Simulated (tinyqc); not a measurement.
# Voltage drop against the pad pitch

A grid of 17 by 17 nodes with segments Rx (rows) and Ry (columns); every node draws I1 and the central node kh I1; pads with resistance Rp sit at the nodes whose row and column are multiples of the pitch, counting from 0. The drops u = Vdd - V follow from G u = i, with G the conductance matrix and i the load currents, solved directly.

Parameters, values chosen for the exercise: supply voltage Vdd = 0.8 V; resistance of a horizontal segment Rx = 0.37 ohm; resistance of a vertical segment Ry = 0.39 ohm; resistance from a pad node to the supply Rp = 0.14 ohm; factor on the load at the hot node kh = 3; load current of a node in the large grid I1 = 0.55 mA.

Result of one run:
```
pitch (nodes)	pads	worst drop (mV)	mean drop (mV)	largest drop at a pad (mV)	largest pad current (mA)	worst drop over Vdd (%)
4	25	2.175	1.730	1.239	8.849	0.2718
```

What becomes of these results when the pad pitch is changed from 4 to 1 nodes, all else the same?

Result of the changed run:
```
pitch (nodes)	pads	worst drop (mV)	mean drop (mV)	largest drop at a pad (mV)	largest pad current (mA)	worst drop over Vdd (%)
1	289	0.1462	0.07753	0.1462	1.045	0.01828
```

The whole series:
```
pitch (nodes)	pads	worst drop (mV)	mean drop (mV)	largest drop at a pad (mV)	largest pad current (mA)	worst drop over Vdd (%)
1	289	0.1462	0.07753	0.1462	1.045	0.01828
2	81	0.5368	0.4020	0.3893	2.781	0.06710
4	25	2.175	1.730	1.239	8.849	0.2718
8	9	7.702	6.696	3.757	26.84	0.9628
16	4	27.19	23.61	5.602	40.01	3.398
```

The worst drop goes from 0.146 to 27.2 mV while the number of pads falls from 289 to 4; between the last two rows it goes as pitch^(1.82). The largest drop at a pad is 100 % of the worst drop in the first row and 20.6 % in the last; the rest falls along the wires.

Numbers from tinyqc (`OMP_NUM_THREADS=1 python tinyqc.py 2770133 2770134 out.jsonl`; about 0.09 s on one thread of a shared Intel Xeon 2.30GHz).
